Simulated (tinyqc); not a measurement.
Worked calculation: Monte Carlo simulation of one carrier in a uniform electric field. Computed by tinyqc, a small Python program that keeps every step. Command: `OMP_NUM_THREADS=1 python tinyqc.py 3004325 3004326 out.jsonl mcfl walk`. One thread of a shared host (Intel(R) Xeon(R) Processor @ 2.30GHz), about 2 s of CPU time with the checks. Intermediate numbers are printed to about 6 digits and carried at full precision; extremes and crossings named in words are read from the listed rows.

The force e F acts along +z. Flights end at the constant total rate Gamma; the part of Gamma that the real rates do not fill is self-scattering, which leaves k unchanged. One valley, no impurities and no intervalley scattering.

Inputs (values chosen for the exercise, for a model polar semiconductor):

| quantity | value | unit |
|---|---|---|
| effective mass m | 0.089 | m_0 |
| non-parabolicity alpha | 0.28 | 1/eV |
| static permittivity eps_s | 16.9 | - |
| high-frequency permittivity eps_inf | 13.4 | - |
| density rho | 5160 | kg/m^3 |
| sound velocity v_l | 5810 | m/s |
| acoustic deformation potential D_A | 8.9 | eV |
| optical phonon energy hbar w | 24.1 | meV |
| lattice temperature T | 500 | K |
| electric field F | 0.13 | kV/cm |
| energy E_max up to which Gamma must cover the rates | 1 | eV |
| seed of the random numbers | 95075 | - |

Crystal: polar. Band: Kane.

starting wave vector (1/nm): 0.0016  -0.067  0.021

Constants: k_B = 1.380649e-23 J/K; e = 1.602176634e-19 C; hbar = 1.054571817e-34 J s; m_0 = 9.1093837015e-31 kg; hbar = 6.582119569e-16 eV s; eps_0 = 8.8541878128e-12 F/m; k_B = 8.617333262e-05 eV/K.

## Total rate Gamma

Kane band: hbar^2 k^2/(2 m) = E (1 + alpha E), speed v = hbar k/(m (1 + 2 alpha E)), states per spin, volume and energy g(E) = m k (1 + 2 alpha E)/(2 pi^2 hbar^2); overlap factors are set to 1. Masses are multiplied by m_0 and all formulas are in SI units. Phonon occupation N_q = 1/(exp(hbar w/(k_B T)) - 1). Acoustic deformation potential (elastic, equipartition, absorption and emission together): 1/tau = 2 pi k_B T D_A^2 g(E)/(hbar rho v_l^2). Polar optical, unscreened: W = e^2 w (1/eps_inf - 1/eps_s) m (1 + 2 alpha E') ln|(k + k')/(k - k')| / (4 pi eps_0 hbar^2 k), times N_q for absorption (E' = E + hbar w) and N_q + 1 for emission (E' = E - hbar w > 0), with alpha = 0 for a parabolic band; mean cosine of the angle <cos> = (k^2 + k'^2)/(2 k k') - 1/ln|(k + k')/(k - k')|. Gamma is 1.05 times the largest total rate on the grid E = (j + 1/2) E_max/400, j = 0..399.

largest total rate = 21.6971 1e12/s

energy of the largest rate = 71.25 meV

Gamma = 22.7819 1e12/s

## Flight 1

Random numbers (0.02 to 0.98, from up to 60 sets tried for early real events), one row a flight:
```
       r1      r2      r3      r4
1  0.7498  0.2323  0.4894  0.2003
2  0.8731  0.1676  0.4280  0.5105
3  0.4283  0.0262  0.6350  0.0908
4  0.4259  0.2307  0.3742  0.7440
5  0.1607  0.0761  0.0232  0.5467
6  0.5405  0.8438  0.1283  0.8343
7  0.3829  0.0917  0.6444  0.4078
```

Flight: t = -ln(r1)/Gamma; k_z grows by e F t/hbar; E follows from the band; dz = (E_end - E_start)/(e F). Use row 1 of the random numbers.

flight time t = 12.6393 fs

k at the end of the flight (1/nm): 0.0016000  -0.0670000  0.0212496

energy at the end = 2.11483 meV

displacement dz = 0.346898 nm

## Scattering event 1

Choice: with cumulative rates in the order acoustic, absorption, emission, the process is the first whose sum exceeds r2 Gamma; if none, self-scattering. Final state: E' = E, E + hbar w or E - hbar w gives k'. Isotropic processes: cos(theta) = 1 - 2 r3 from the z axis, phi = 2 pi r4, k' (sin theta cos phi, sin theta sin phi, cos theta). Polar processes: cos(b) = [1 + xi - (1 + 2 xi)^r3]/xi, xi = 2 k k'/(k - k')^2, b from the old direction n; new direction cos b n + sin b (cos phi e1 + sin phi e2), e1 = (z x n)/|z x n|, e2 = n x e1.

cumulative rates (1e12/s): acoustic 0.1248, absorption 10.7914, emission 10.7914

r2 Gamma = 5.29224 1e12/s

Process chosen: absorption

k after event 1, the start of the next flight (1/nm): 0.072784  -0.001921  0.237456

## Flight 2

Use row 2 of the random numbers.

flight time t = 5.95670 fs

k at the end of the flight (1/nm): 0.072784  -0.001921  0.237574

energy at the end = 26.2384 meV

displacement dz = 1.81368 nm

## Scattering event 2

The formulas are those given above.

cumulative rates (1e12/s): acoustic 0.4471, absorption 9.9757, emission 15.2139

r2 Gamma = 3.81825 1e12/s

Process chosen: absorption

k after event 2, the start of the next flight (1/nm): 0.088230  -0.210708  0.258967

## All printed flights

Drift estimate: sum dz / sum t.

Flights:

| flight | t (fs) | E at the end (meV) | dz (nm) | process | k_x (1/nm) | k_y (1/nm) | k_z (1/nm) |
|---|---|---|---|---|---|---|---|
| 1 | 12.6393 | 2.1148 | 0.3469 | absorption | 0.072784 | -0.001921 | 0.237456 |
| 2 | 5.9567 | 26.2384 | 1.8137 | absorption | 0.088230 | -0.210708 | 0.258967 |
| 3 | 37.2195 | 50.4971 | 12.2106 | acoustic | 0.280283 | 0.179856 | -0.093386 |
| 4 | 37.4661 | 50.4398 | -4.4085 | absorption | 0.274226 | 0.168061 | -0.272603 |
| 5 | 80.2485 | 74.1857 | -27.2384 | absorption | 0.324862 | 0.170781 | -0.318134 |
| 6 | 27.0065 | 98.1481 | -10.5842 | emission | 0.234765 | 0.157323 | -0.310959 |
| 7 | 42.1378 | 73.8357 | -16.3444 | absorption | 0.467505 | -0.035223 | -0.123478 |

drift estimate from these flights = -182155 m/s

0 of the 7 flights end in self-scattering. So few flights say little about the drift velocity: the estimate is noise at this length.

## Low-field mobility from the linear Boltzmann equation

On the grid E_j = (j + 1/2) hbar w/12 up to 20 k_B T + 2 hbar w, solve (sum of rates) l(E) = v(E) + W_abs <cos> l(E + hbar w) + W_em <cos> l(E - hbar w); mu_0 = e sum g v l exp(-E/k_B T)/(3 k_B T sum g exp(-E/k_B T)).

low-field mobility mu_0 = 2243.79 cm^2/(V s)

## Long runs: velocity against field

Each row: 250 carriers from a thermal start, 1600 flights each, the first half discarded, random numbers not printed; the error is the standard error over ten groups; the mean energy is taken at the ends of flights, which sample time evenly. Fields at which more than 0.02 % of the events exceed Gamma are left out.

Monte Carlo results:

| F (kV/cm) | drift velocity (1e5 m/s) | error (1e5 m/s) | mu_0 F (1e5 m/s) | mean energy (meV) | real events (%) |
|---|---|---|---|---|---|
| 0.033 | 0.0206 | 0.013 | 0.007405 | 65.8 | 80.2 |
| 0.065 | 0.0334 | 0.012 | 0.014585 | 66.1 | 80.2 |
| 0.130 | 0.0494 | 0.013 | 0.029169 | 65.8 | 80.3 |
| 0.260 | 0.0765 | 0.011 | 0.058339 | 65.9 | 80.3 |
| 0.520 | 0.1330 | 0.013 | 0.116677 | 66.4 | 80.3 |

At the lowest field the drift velocity is 2.78 +/- 1.76 of the ohmic value mu_0 F, at the highest 1.14 +/- 0.11. The mean energy stays at 66 meV against the parabolic-band thermal value 3 k_B T/2 = 65 meV: the curve ends near the ohmic line. Only 80 to 80 % of the events are real; the rest is the price of a constant Gamma.

Checks made by the program: energy gained in the printed flights against e F dz (relative difference 2e-08).
